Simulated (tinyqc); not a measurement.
Bound state in one dimension: Numerov shooting, finite differences, DVR, step by step. Computed by tinyqc, a small Python program that keeps every step. Settings: points = 96. Command: `OMP_NUM_THREADS=1 python tinyqc.py 28599 28600 out.jsonl` (the two numbers bound the seeds that draw the settings). One thread of a shared host (Intel(R) Xeon(R) Processor @ 2.60GHz), about 0.01 s of CPU time with the checks.

## Numerov steps at E = 0.1

One particle of mass 1 in V = 1.3^2 x^2/2 + 0 x^4 (atomic units), psi = 0 at both ends:
```
parameter                 value
left end              -4.500000
right end              4.500000
intervals                    96
h                      0.093750
state sought (nodes)          0
```

k_i = 2 m (E - V_i); (1 + h^2 k_(i+1)/12) y_(i+1) = 2 (1 - 5 h^2 k_i/12) y_i - (1 + h^2 k_(i-1)/12) y_(i-1), from y_0 = 0, y_1 = 0.001.

Points along the way:
```
i           x          V           k           y
0   -4.500000  17.111250  -34.022500    0.000000
1   -4.406250  16.405708  -32.611416    0.001000
2   -4.312500  15.715020  -31.230039    0.002291
3   -4.218750  15.039185  -29.878369    0.004223
4   -4.125000  14.378203  -28.556406    0.007283
5   -4.031250  13.732075  -27.264150    0.012203
32  -1.500000   1.901250   -3.602500  161.547780
33  -1.406250   1.671021   -3.142041  197.294357
34  -1.312500   1.455645   -2.711289  238.481098
35  -1.218750   1.255122   -2.310244  285.340464
36  -1.125000   1.069453   -1.938906  337.981545
37  -1.031250   0.898638   -1.597275  396.368813
```

## Bisection on the node count

With more sign changes than the state has nodes (the last point included) the energy is too high, else too low; the bracket starts as 0.1 to 12.

Trials:
```
trial           E  sign changes  y at the right end   next
1      6.05000000             5           -5.31e+01  lower
2      3.07500000             2            1.47e+04  lower
3      1.58750000             1           -1.15e+06  lower
4      0.84375000             1           -6.37e+06  lower
5      0.47187500             0            2.12e+07  raise
6      0.65781250             1           -4.96e+05  lower
7      0.56484375             0            7.43e+06  raise
8      0.61132812             0            2.88e+06  raise
9      0.63457031             0            1.06e+06  raise
10     0.64619141             0            2.52e+05  raise
11     0.65200195             1           -1.30e+05  lower
12     0.64909668             0            5.91e+04  raise
13     0.65054932             1           -3.58e+04  lower
14     0.64982300             0            1.15e+04  raise
...           ...           ...                 ...    ...
29     0.64999932             0            7.58e-01  raise
30     0.64999934             0            3.47e-02  raise
31     0.64999934             1           -3.27e-01  lower
```

eigenvalue = 0.64999934 hartree

## The same grid by other methods

Three-point finite differences and the sine-DVR kinetic matrix of Colbert and Miller on the same points.

Lowest levels (hartree):
```
state  finite differences       DVR
0                0.649535  0.650000
1                1.947676  1.950000
2                3.243954  3.250000
```
